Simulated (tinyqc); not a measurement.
Gain factor and gap resistance from two string resistances.

Inverse problem. At small bit-line voltage each of the 48 cells has the resistance 1/(K x) at overdrive x (no mobility reduction) in series with a gap resistance Rg. Find K, Rg and the share of the gaps at the higher overdrive.

resistance of a string of 48 equal cells at overdrives of 3.4 and 7 V (kohm): 655.43529  352.91429

Answer. The resistance per cell is a straight line in 1/x with slope 1/K and intercept Rg.

K = 24.0 uA/V^2
Rg = 1.40 kohm
share of the gaps = 19.0 %

Program tinyqc, `OMP_NUM_THREADS=1 python tinyqc.py 2142245 2142246 out.jsonl`; Intel Xeon 2.30GHz, shared host, one thread, about 0.8 s.
